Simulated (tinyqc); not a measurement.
From results back to parameters: image-charge renormalisation of a gap near a dielectric or metal. Five cases, with inputs chosen for the exercise.

Problem. A small molecule or defect in vacuum at height z above the image plane of a substrate has both its electron and hole levels stabilised by (e^2/4 pi eps0)(es - 1)/((es + 1) 4 z), so its gap shrinks by twice that. The reduced gap is given.

Constants: e^2/(4 pi eps0) = 14.39964547 eV angstrom.

Find: reduction; (es - 1)/(es + 1); z.

Method. z = (e^2/4 pi eps0)(es - 1)/((es + 1) 2 x reduction). Local and hybrid functionals miss this shift, since it is a non-local correlation effect.

Case 1.

Values chosen: E0 = 2.05 eV (quasiparticle gap far from the surface); es = 25 (dielectric constant of the substrate (1e4: a metal)).

gap near the surface = 0.50442 eV

Solution.

reduction = 1.5456 eV
(es - 1)/(es + 1) = 0.9231
z = 4.30 angstrom

Case 2.

Values chosen: E0 = 6.75 eV (quasiparticle gap far from the surface); es = 11.7 (dielectric constant of the substrate (1e4: a metal)).

gap near the surface = 5.98215 eV

Solution.

reduction = 0.7678 eV
(es - 1)/(es + 1) = 0.8425
z = 7.90 angstrom

Case 3.

Values chosen: E0 = 6.3 eV (quasiparticle gap far from the surface); es = 11.7 (dielectric constant of the substrate (1e4: a metal)).

gap near the surface = 5.61843 eV

Solution.

reduction = 0.6816 eV
(es - 1)/(es + 1) = 0.8425
z = 8.90 angstrom

Case 4.

Values chosen: E0 = 4.6 eV (quasiparticle gap far from the surface); es = 3.9 (dielectric constant of the substrate (1e4: a metal)).

gap near the surface = 3.47865 eV

Solution.

reduction = 1.1213 eV
(es - 1)/(es + 1) = 0.5918
z = 3.80 angstrom

Case 5.

Values chosen: E0 = 4.42 eV (quasiparticle gap far from the surface); es = 3.9 (dielectric constant of the substrate (1e4: a metal)).

gap near the surface = 3.42904 eV

Solution.

reduction = 0.9910 eV
(es - 1)/(es + 1) = 0.5918
z = 4.30 angstrom

Computed by tinyqc, one run a case: `OMP_NUM_THREADS=1 python tinyqc.py N N+1 out.jsonl` with N = 1850832, 1850842, 1850858, 1850908, 1850916; one thread of a shared Intel(R) Xeon(R) Processor @ 2.30GHz, about 0.03 s a run at most.
